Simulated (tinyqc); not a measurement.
## Resistance of a tapered via with liner, size effect and interface: two fill metals against the diameter

A round via whose diameter grows from db at the bottom as D(z) = db + 2 z/tan(ang). The fill, of diameter D - 2 tl, starts above the bottom liner (thickness fb tl) and has rho = rho0 (1 + ks lam/(D - 2 tl)); the sidewall liner conducts in parallel with it. The bottom liner and the interface are crossed over the full area pi db^2/4. Spreading in the lines above and below is left out.

Slices between z0 = fb tl and hv, evaluated at their midpoints: conductance per length pi/4 [(D - 2 tl)^2/rho + (D^2 - (D - 2 tl)^2)/rl], slice resistance = slice height over that. 2000 slices. R_fill = sum of the slices; R_bottom = rl fb tl/(pi db^2/4); R_interface = ri/(pi db^2/4). The second fill has rho2, lam2 and tl2 in place of rho0, lam and tl.

Inputs (values chosen for the exercise); fill metal close to copper:

| symbol | value | unit | meaning |
|---|---|---|---|
| hv | 140 | nm | height |
| ang | 88 | degrees | sidewall angle |
| rho0 | 1.65 | uohm cm | bulk resistivity of the fill |
| lam | 39 | nm | mean free path of the fill |
| ks | 1.4 |  | size-effect factor |
| tl | 1.5 | nm | liner on the sidewall |
| fb | 0.5 |  | liner at the bottom over that on the sidewall |
| rl | 230 | uohm cm | resistivity of the liner |
| ri | 1.2e-12 | ohm cm^2 | interface resistivity at the bottom |
| Sb | 1.1e15 | S/m^2 | ballistic conductance per area, about 3/(4 rho0 lam) |
| rho2 | 5.2 | uohm cm | bulk resistivity of the second fill (close to tungsten) |
| lam2 | 15.3 | nm | its mean free path |
| tl2 | 3.1 | nm | its liner |

Two fill metals against the diameter:
```
db (nm)  R, first fill (ohm)  R, second fill (ohm)  ratio second/first
8.5                    283.7                  1089               3.838
12                     108.3                 328.6               3.035
17                     43.54                 112.3               2.580
24                     18.37                 43.94               2.392
35                     7.374                 17.17               2.329
49                     3.345                 7.805               2.333
70                     1.480                 3.503               2.367
100                   0.6685                 1.612               2.412
```

The ratio goes from 3.84 to 2.41. The first fill gives the lower R in every row.

Program tinyqc, `OMP_NUM_THREADS=1 python tinyqc.py 2750103 2750104 out.jsonl`; Intel Xeon 2.30GHz, shared host, one thread, about 0.01 s.
